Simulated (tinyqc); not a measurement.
Energy relaxation with and without hot phonons: decay of LO phonons and the hot-phonon bottleneck in the cooling of electrons. Computed by tinyqc, a small Python program. Command: `OMP_NUM_THREADS=1 python tinyqc.py 3006545 3006546 out.jsonl hotphonon walk`. One thread of a shared host (Intel(R) Xeon(R) Processor @ 2.30GHz), about 0.01 s of CPU time with the checks.

n(E, T) = 1/(exp(E/(k_B T)) - 1) is the Bose occupation. Electrons have a temperature T_e; the LO modes within their reach share one occupation N; the decay products stay at the lattice temperature.

Inputs (values chosen for the exercise, modelled on indium arsenide):
```
quantity                                             value    unit
LO energy hbar omega                                    30     meV
lifetime at T = 0, tau_0                               7.9      ps
share f of the energy in the softer product            0.2       -
lattice temperature T                                  250       K
electron mass m*                                    0.0256     m_0
eps_inf                                               12.2       -
static dielectric constant eps_s                      14.9       -
electron density n                                 1.2e+18  1/cm^3
density of LO modes that the electrons reach, N_m  1.3e+19  1/cm^3
```

Decay channel: two unequal phonons (Ridley).

Constants: k_B = 8.617333262e-05 eV/K; c = 299792458 m/s; e^2/(4 pi eps_0) = 14.39964548 eV angstrom; hbar^2/(2 m_0) = 3.80998212 eV angstrom^2; hbar = 6.582119569e-16 eV s; e = 1.602176634e-19 C; k_B = 1.380649e-23 J/K.

Method:
- Decay rate 1/tau = (1/tau_0) [1 + n(f hbar omega) + n((1 - f) hbar omega)].
- Full width Gamma = 1/(2 pi c tau) in 1/cm, c in cm/s.
- Froehlich coupling alpha = (e^2/(4 pi eps_0)) (1/eps_inf - 1/eps_s) k_0/(2 hbar omega), k_0 = sqrt(m* hbar omega/(hbar^2/(2 m_0))); emission time tau_sp = hbar/(2 alpha hbar omega); bottleneck ratio r = (n/N_m) tau/tau_sp.
- Net emission per electron: [(N + 1) x - N]/tau_sp with x = exp(-hbar omega/(k_B T_e)), a simple two-level balance; steady state of the modes: n [(N + 1) x - N]/tau_sp = N_m (N - N_0)/tau; power per electron P = hbar omega [(N + 1) x - N]/tau_sp.
- P(T_e) = (hbar omega/tau_sp) [(N_0 + 1) x - N_0]/[1 + r (1 - x)], and r = 0 without hot phonons; energy relaxation time tau_E = (3/2) k_B (T_e - T)/P.

emission time tau_sp = 216.759 fs

equilibrium LO occupation N_0 = 0.330571

bottleneck ratio r = 0.730985

phonon lifetime tau = 1.71652 ps

Cooling:
```
T_e (K)  P, cold phonons (nW)  P, hot phonons (nW)   ratio  tau_E (ps)        N
280                    1.1795              0.77590  1.5202     0.80074  0.35615
330                    2.9435               1.9937  1.4765     0.83102  0.39629
400                    5.0266               3.5279  1.4248     0.88055  0.44687
550                    8.3371               6.2086  1.3428      1.0007  0.53524
750                    11.218               8.8229  1.2715      1.1736  0.62142
1050                   13.848               11.480  1.2063      1.4432  0.70902
1550                   16.239               14.157  1.1471      1.9017  0.79727
2250                   17.945               16.243  1.1048      2.5500  0.86602
```

What does the comparison show, and why?

Reabsorption cuts the loss by a factor 1.52 at the lowest T_e and 1.10 at the highest; the factor is 1 + r (1 - x) with r = 0.731. tau_E runs from 0.80 to 2.5 ps, with its shortest value, 0.80 ps, at T_e = 280 K, against tau_sp = 220 fs and a phonon lifetime of 1.7 ps. In the coldest rows the electrons are degenerate, so (3/2) k_B (T_e - T) overstates their excess energy. Pauli blocking is left out, as are upper valleys and non-parabolic bands, which can matter above about 1000 K.

Extremes, crossings and ranges named in words are read from the listed rows.
